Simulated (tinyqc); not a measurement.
Worked calculation: square-lattice Ising model by mean field, Bethe lattice, transfer matrix, exact enumeration and Monte Carlo steps. Computed by tinyqc, a small Python program that keeps every step. Command: `OMP_NUM_THREADS=1 python tinyqc.py 3023962 3023963 out.jsonl ising walk`. One thread of a shared host (Intel(R) Xeon(R) Processor @ 2.30GHz), about 1 s of CPU time with the checks. Intermediate numbers are printed to about 6 digits and carried at full precision; extremes and crossings named in words are read from the listed rows.

H = -J sum over nearest pairs s_i s_j, s = +-1, no field, periodic boundaries; energies per site are in J. As a lattice gas or an alloy, s marks which species holds the site.

Inputs (values chosen for the exercise, for a model lattice):
```
quantity                                                                 value  unit
coupling J                                                                57.6   meV
temperature T                                                             2050     K
strip width w                                                                3     -
factor on the grid 1.5, 1.85, 2.1, 2.45, 2.65, 3.1, 3.6, 4.4 of k_B T/J   1.04     -
```

Enumerated cell: 4 x 5. Monte Carlo rule: Metropolis.

Constants: k_B = 8.617333262e-05 eV/K.

## Reduced coupling

K = J/(k_B T). Onsager: k_B T_c/J = 2/ln(1 + sqrt 2); mean field: 4; Bethe lattice with z = 4: 2/ln 2.

K = 0.326059

critical temperatures (K): exact 1516.77, Bethe 1928.65, mean field 2673.68

T lies above the exact and Bethe values but below the mean-field one.

## Three theories of the infinite lattice

K = J/(k_B T). Mean field: m = tanh(4 K m), u = -2 m^2. Bethe: cavity field h = 3 artanh(tanh K tanh h), m = tanh(4h/3), u = -2 (tanh K + tanh^2 h)/(1 + tanh K tanh^2 h). Exact: m = [1 - sinh(2K)^(-4)]^(1/8) below T_c; u = -coth(2K) [1 + (2/pi)(2 tanh^2(2K) - 1) K1(k)], k = 2 sinh(2K)/cosh^2(2K), K1 the complete elliptic integral of the first kind. The largest root is taken.

m, mean field = 0.755209

u, mean field = -1.14068

cavity field h = 0

m, Bethe = 0

u, Bethe = -0.629950

m, exact = 0

u, exact = -0.791427

Against the exact energy mean field misses by -0.349 J and Bethe by +0.161 J.

## Transfer matrix

Strip of w sites, periodic across (for w = 2 the pair is joined by two bonds): T(s, s') = exp(K [sum_i s_i s'_i + (r(s) + r(s'))/2]), r(s) = sum_i s_i s_(i+1).

T:
```
         +++      ++-      +-+      +--      -++      -+-      --+      ---
+++  7.07348  1.91960  1.91960  1.00000  1.91960  1.00000  1.00000  1.00000
++-  1.91960  1.91960  0.52094  1.00000  0.52094  1.00000  0.27138  1.00000
+-+  1.91960  0.52094  1.91960  1.00000  0.52094  0.27138  1.00000  1.00000
+--  1.00000  1.00000  1.00000  1.91960  0.27138  0.52094  0.52094  1.91960
-++  1.91960  0.52094  0.52094  0.27138  1.91960  1.00000  1.00000  1.00000
-+-  1.00000  1.00000  0.27138  0.52094  1.00000  1.91960  0.52094  1.91960
--+  1.00000  0.27138  1.00000  0.52094  1.00000  0.52094  1.91960  1.91960
---  1.00000  1.00000  1.00000  1.91960  1.00000  1.91960  1.91960  7.07348
```

## Free energy and correlation length of the strip

With the eigenvalues l1 > l2: -f/(k_B T) = ln(l1)/w per site; xi = 1/ln(l1/l2) rows.

three largest eigenvalues: 11.9057  6.5094  2.1273

-f/(k_B T) = 0.825674

correlation length xi = 1.65627

xi/w = 0.552; for wide strips at T_c this ratio tends to 4/pi = 1.273, and T lies above T_c, where xi tends to a constant.

## Exact averages on the small cell

States of the 4 x 5 cell:
```
E (J)  |M|  count
-40     20      2
-32     18     40
-28     16     80
-24      4     10
-24     12     50
-24     14    240
-24     16    300
-20      0     44
-20      2     80
-20      6     80
-20      8    160
-20     10    408
-20     12    680
-20     14    960
-16      0    260
-16      2    640
-16      4   1080
-16      6   1280
-16      8   1760
-16     10   2200
-16     12   3060
-16     14   1080
-12      0   2960
-12      2   5800
-12      4   5840
-12      6   6680
-12      8   7680
-12     10   8400
-12     12   3880
-8       0  10380
-8       2  21680
-8       4  22650
-8       6  23000
-8       8  20620
-8      10  11280
-8      12   2020
-4       0  30880
-4       2  59640
-4       4  54960
-4       6  44240
-4       8  25200
-4      10   6680
0        0  48442
0        2  91280
0        4  72320
0        6  42880
0        8  15720
0       10   2040
4        0  46640
4        2  82600
4        4  55920
4        6  26200
4        8   5200
8        0  29000
8        2  49320
8        4  27960
8        6   8120
8        8   1180
12       0  11740
12       2  17960
12       4   8680
12       6   2160
16       0   3200
16       2   5360
16       4   1860
16       6    400
20       0    960
20       2   1200
20       4    600
24       0    200
24       2    280
24       4     60
28       0     40
28       2     80
32       0     10
```

Weights count x exp(-K E); N = 20; u = <E>/N, c = K^2 (<E^2> - <E>^2)/N in k_B, Binder U = 1 - <M^4>/(3 <M^2>^2).

ln Z / N = 0.818994

u, cell = -0.936196

heat capacity c, cell = 0.555827

<|m|>, cell = 0.537275

Binder cumulant U = 0.435495

The cell energy lies -0.145 J from the infinite lattice: periodic images add correlation. <|m|> stays finite although the infinite lattice has m = 0.

## The methods across T_c

The grid values of k_B T/J times the given factor are rounded to 3 figures before use.

Order and energy:
```
k_B T/J    T (K)  m mean field   m Bethe   m exact  <|m|> cell   u Bethe   u exact    u cell    U cell
1.56     1042.74      0.987436  0.983298  0.982650    0.982077  -1.93928  -1.93818  -1.93744  0.663510
1.92     1283.37      0.964715  0.943417  0.933723    0.933035  -1.81135  -1.79796  -1.79756  0.650814
2.18     1457.16      0.937994  0.883191  0.808438    0.860674  -1.64363  -1.57345  -1.61999  0.626448
2.55     1704.47      0.881599  0.699869  0.000000    0.717155  -1.24815  -1.06524  -1.30421  0.560988
2.76     1844.84      0.838039  0.465695  0.000000    0.635860  -0.91419  -0.92934  -1.13573  0.511574
3.22     2152.31      0.703115  0.000000  0.000000    0.498252  -0.60189  -0.73872  -0.85765  0.399444
3.74     2499.89      0.429977  0.000000  0.000000    0.405324  -0.52237  -0.60601  -0.66771  0.298303
4.58     3061.36      0.000000  0.000000  0.000000    0.328317  -0.42987  -0.47387  -0.49899  0.200665
```

At k_B T/J = 1.56 all values of m agree within 0.006. At 2.55 the exact m is 0 while Bethe gives 0.70, mean field 0.88 and the cell 0.72: neglect of fluctuations raises T_c, and a finite cell rounds the transition. U falls from 0.664 (2/3 when ordered) to 0.201 (0 for a large disordered system).

## Metropolis steps

start configuration, 5 x 5, rows and columns numbered from 1:
```
    1   2   3  4   5
1  -1  -1   1  1   1
2  -1   1   1  1  -1
3   1   1   1  1   1
4   1   1  -1  1  -1
5   1  -1  -1  1  -1
```

Random draws:
```
step  row  column       u
1       4       2  0.9929
2       2       1  0.1918
3       4       5  0.6288
4       3       2  0.3172
5       1       2  0.5072
6       1       1  0.7863
7       2       3  0.8745
8       4       2  0.5327
9       5       3  0.3573
10      4       4  0.2139
11      1       3  0.4432
12      5       1  0.1481
13      5       2  0.8969
14      2       1  0.1236
```

h is the sum of the four neighbours. dE = 2 J s h; flip if u < p = min(1, exp(-2 K s h)).

Steps:
```
step  s before  h        p  s after
1            1  0  1.00000       -1
2           -1  0  1.00000        1
3           -1  2  1.00000        1
4            1  2  0.27138        1
5           -1  0  1.00000        1
6           -1  4  1.00000        1
7            1  4  0.07365        1
8           -1  0  1.00000        1
9           -1  0  1.00000        1
10           1  2  0.27138       -1
11           1  4  0.07365        1
12           1  0  1.00000       -1
13          -1  2  1.00000        1
14           1  2  0.27138       -1
```

configuration after the steps:
```
    1  2   3   4   5
1   1  1   1   1   1
2  -1  1   1   1  -1
3   1  1   1   1   1
4   1  1  -1  -1   1
5  -1  1   1   1  -1
```

11 of the 14 steps changed a spin; the sum of spins went from 7 to 13.

Checks made by the program: ln Z of the cell against the trace of a power of the transfer matrix (relative difference below 1e-10).
